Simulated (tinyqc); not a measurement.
# A spin-degenerate level with charging energy between two leads, rate equations: effects of single changes

States 0, up, down and 2 with energies 0, e1 - Ez/2, e1 + Ez/2 and 2 e1 + U. mu_L = +V/2, mu_R = -V/2 (meV), f(x) = 1/(1 + exp(x/kB T)). A transition that adds one electron of given spin at the energy E has the rate G f(E - mu) from each lead, and its reverse G [1 - f(E - mu)]. I counts electrons leaving the left lead, times q.

Parameters, values chosen for the exercise:

| symbol | value | unit | meaning |
|---|---|---|---|
| U | 11 | meV | charging energy of the second electron |
| e1 | 1.39 | meV | level |
| GL | 4.2 | 1/ns | tunnel rate to the left lead |
| GR | 0.46 | 1/ns | tunnel rate to the right lead |
| T | 6.4 | K | temperature |
| Ez | 0 | meV | Zeeman splitting |

Constants: q = 1.602176634e-19 C, kB = 1.380649e-23 J/K, Vt = kB T/q. Results are converted to the units shown.

Each table varies one quantity; the others keep the values above.

## Shape of a conductance peak

Transition energies: 0-up e1 - Ez/2, 0-down e1 + Ez/2, up-2 e1 + U + Ez/2, down-2 e1 + U - Ez/2. dp/dt = W p; W_ji is the rate from state i to j, and each column sums to zero. Steady state: W p = 0 with sum p = 1. I = q GL sum over transitions i-j of [fL p_i - (1 - fL) p_j]. The conductance is dI/dV at V = 0; the last column divides it by q^2 GL GR/((GL + GR) 4 kB T), the peak of one spinless level.

Shape of a conductance peak:
```
e1 (meV)	dI/dV (nS)	mean number	scaled
-2.206	2.147	0.9909	0.07130
-1.765	4.622	0.9800	0.1535
-1.324	9.577	0.9566	0.3181
-0.882	18.39	0.9082	0.6107
-0.441	30.50	0.8165	1.013
0	40.15	0.6667	1.333
0.441	39.34	0.4734	1.306
0.882	28.84	0.2878	0.9577
1.324	16.95	0.1535	0.5629
1.765	8.721	0.07536	0.2896
2.206	4.180	0.03534	0.1388
```

Read the table: what changes, and by how much?

The conductance peaks at e1 = 0 meV among the rows, with the scaled height 1.33. For U >> kB T the 0-1 peak lies at e1 = +(kB T/2) ln 2 = 0.191 meV, with the height 8/(1 + sqrt 2)^2 = 1.373: two spin states on one side of the transition and one state on the other shift and raise it.

## Current against bias

Same model as above.

Current against bias:
```
V (mV)	I (pA)	I (GL + GR)/(q GL GR)	mean number	p(2)
1.1	17.14	0.2580	0.2821	6.12e-11
3.75	57.13	0.8600	0.7784	1.84e-9
6.4	68.50	1.031	0.9297	2.43e-8
9.05	69.75	1.050	0.9464	2.73e-7
11.7	69.86	1.052	0.9479	3.02e-6
14.35	69.88	1.052	0.9481	3.34e-5
17	69.90	1.052	0.9485	3.69e-4
19.66	70.19	1.057	0.9524	4.10e-3
22.31	73.22	1.102	0.9934	0.0431
24.96	93.96	1.414	1.275	0.311
27.61	124.8	1.879	1.694	0.709
30.26	132.0	1.988	1.791	0.802
32.91	132.8	1.999	1.802	0.811
```

What does the table show?

The scaled current rises from 0.258 to 2.00. A transition enters the bias window when V = 2 |E|: at 2.78, 24.8 mV, each step a few kB T = 0.552 meV wide. With all four transitions inside, the scaled current tends to 2 and the mean number to 2 GL/(GL + GR) = 1.80; the last row has 2.00 and 1.80.

Range of the model: Rate equations need hbar G well below kB T; cotunnelling and the Kondo effect are left out.

Program tinyqc, `OMP_NUM_THREADS=1 python tinyqc.py 2780021 2780022 out.jsonl`; Intel Xeon 2.30GHz, shared host, one thread, about 0.01 s.
